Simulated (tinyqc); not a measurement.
Worked calculation: one-electron ion in a basis of Gaussians. One step of it, computed by the program tinyqc.

Task: Matrices over normalised Gaussians. With p = a_i + a_j and I(k) = Gamma((k+1)/2) / (2 p^((k+1)/2)): S = I(2l+2), T = (2l+3) a_i a_j S / p, V = -Z I(2l+1), each divided by sqrt(S_ii S_jj).

exponents of r^l exp(-a r^2) (1/bohr^2): 0.022950  0.092300  0.371200  1.493000  6.002000  24.140000

Z = 3

l = 2

Give: S; T; V.

Result:

S, lower triangle:
```
        1       2       3       4       5       6
1  1.0000
2  0.4553  1.0000
3  0.0703  0.4554  1.0000
4  0.0072  0.0703  0.4553  1.0000
5  0.0007  0.0072  0.0703  0.4555  1.0000
6  0.0001  0.0007  0.0072  0.0703  0.4553  1.0000
```

T (hartree), lower triangle:
```
        1       2       3       4        5        6
1  0.0803
2  0.0586  0.3231
3  0.0106  0.2356  1.2992
4  0.0011  0.0428  0.9475  5.2255
5  0.0001  0.0046  0.1721  3.8125  21.0070
6  0.0000  0.0004  0.0184  0.6923  15.3204  84.4900
```

V (hartree), lower triangle:
```
         1        2        3        4        5         6
1  -0.3868
2  -0.2791  -0.7757
3  -0.0797  -0.5597  -1.5556
4  -0.0160  -0.1598  -1.1223  -3.1198
5  -0.0029  -0.0321  -0.3206  -2.2516  -6.2552
6  -0.0005  -0.0058  -0.0644  -0.6429  -4.5131  -12.5447
```
